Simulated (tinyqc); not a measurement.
Energy against coordination: Tersoff bond-order potential. Computed by tinyqc, a small Python program. Command: `OMP_NUM_THREADS=1 python tinyqc.py 3023944 3023945 out.jsonl tersoff walk`. One thread of a shared host (Intel(R) Xeon(R) Processor @ 2.30GHz), about 0.01 s of CPU time with the checks.

E = (1/2) sum_(i, j != i) [A exp(-lambda r_ij) - b_ij B exp(-mu r_ij)], b_ij = (1 + (beta zeta_ij)^n)^(-1/(2n)), zeta_ij = sum_(k != i, j) g(theta_ijk), g = 1 + c^2/d^2 - c^2/(d^2 + (h - cos theta)^2), with theta at atom i. Only nearest neighbours count (cut-off function 1 for them, 0 beyond).

Inputs (values chosen for the exercise, modelled on silicon):

| quantity | value | unit |
|---|---|---|
| A | 1832.4 | eV |
| B | 462.17 | eV |
| lambda | 2.4799 | 1/angstrom |
| mu | 1.7322 | 1/angstrom |
| beta | 1.13e-06 | - |
| n | 0.7779 | - |
| c | 98710 | - |
| d | 16.01 | - |
| h | -0.5854 | - |

Method. Angles seen from one bond (cos theta: count): chain -1: 1; graphitic -1/2: 2; diamond -1/3: 3; square net 0: 2, -1: 1; simple cubic 0: 4, -1: 1; bcc 1/3: 3, -1/3: 3, -1: 1; fcc 1/2: 4, 0: 2, -1/2: 4, -1: 1. With z equal bonds of order b, r = ln(lambda A/(mu b B))/(lambda - mu) and E per atom = -(z/2) b B exp(-mu r)(1 - mu/lambda).

Relaxed structures:

| structure | z | zeta | b | r (angstrom) | E per atom (eV) | E per bond (eV) |
|---|---|---|---|---|---|---|
| dimer | 1 | 0 | 1.0000 | 2.3222 | -1.2478 | -2.4956 |
| chain | 2 | 2.5477e+04 | 0.9613 | 2.3749 | -2.1895 | -2.1895 |
| graphitic | 3 | 2.1652e+03 | 0.9941 | 2.3301 | -3.6702 | -2.4468 |
| diamond | 4 | 2.8265e+04 | 0.9582 | 2.3792 | -4.3326 | -2.1663 |
| square net | 4 | 1.2699e+05 | 0.8796 | 2.4937 | -3.2617 | -1.6309 |
| simple cubic | 6 | 2.2850e+05 | 0.8250 | 2.5794 | -3.9561 | -1.3187 |
| bcc | 8 | 4.2805e+05 | 0.7488 | 2.7090 | -3.8245 | -0.9561 |
| fcc | 12 | 8.2700e+05 | 0.6513 | 2.8957 | -3.6112 | -0.6019 |

What follows from these numbers?

The lowest are diamond, simple cubic and bcc, the first two 0.376 eV apart. The bond order falls from 1 to 0.651 and the bond weakens from -2.50 to -0.60 eV, as b^(lambda/(lambda - mu)) with exponent 3.32. With the same z = 4 the square net lies 1.07 eV above diamond, from its angles alone. Caution: in bcc and other dense structures second neighbours can fall inside the usual cut-off; they are left out here.

Extremes, crossings and ranges named in words are read from the listed rows.
